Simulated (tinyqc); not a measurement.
Bandgap voltage reference from two bipolar transistors: two steps of the calculation.

Two transistors of area 1 and N carry the same current I. Is(T) = Is (T/T0)^eta exp[(Vg0 q/kB)(1/T0 - 1/T)], VBE1 = Vt ln(I/Is(T)) + I rb, VBE2 = Vt ln(I/(N Is(T))) + I rb/N. The amplifier forces I R1(T) = VBE1 - VBE2 + Vos, with R(T) = R (1 + tc (T - T0)) for both resistors, and the output is Vref = VBE1 + I R2(T). Base currents and the Early effect are neglected.

Inputs (values chosen for the exercise); values of the order met in silicon bipolar transistors: reference temperature T0 = 300 K; band-gap voltage extrapolated to 0 K Vg0 = 1.206 V; temperature exponent of the saturation current eta = 3; saturation current of the unit transistor at T0 Is = 3.8e-16 A; area ratio of the second transistor N = 8; resistor across which the difference of VBE falls, at T0 R1 = 2.3 kohm; temperature coefficient of both resistors tc = 0 ppm/K; offset of the amplifier Vos = 0 mV; series resistance of the unit transistor rb = 0 ohm; output resistor at T0 R2 = 25.94 kohm; temperature T = 233 K.

Constants: q = 1.602176634e-19 C, kB = 1.380649e-23 J/K. Results are converted to the units shown.

Problem 1. Operating point at the reference temperature. Vt = kB T/q; I = (Vt ln N + Vos)/(R1(T) - rb (1 - 1/N)). Evaluate at T = T0.

Give: Vt; I; Is(T); VBE1; I R2; Vref.

Solution 1.

Vt = 0.02585 V
I = 23.37 uA
Is(T) = 3.800e-16 A
VBE1 = 0.6422 V
I R2 = 0.6063 V
Vref = 1.249 V

Problem 2. Operating point at another temperature. 

Wanted: Vt; I; Is(T); VBE1; I R2; Vref.

Solution 2.

Vt = 0.020078 V
I = 18.153 uA
Is(T) = 2.6587e-22 A
VBE1 = 0.77829 V
I R2 = 0.47089 V
Vref = 1.2492 V

From T0 to T, VBE1 changes by 136 mV and I R2 by -135 mV, which leaves 0.653 mV in Vref.

Numbers from tinyqc (`OMP_NUM_THREADS=1 python tinyqc.py 2062020 2062021 out.jsonl`; about 0.03 s on one thread of a shared Intel Xeon 2.30GHz).
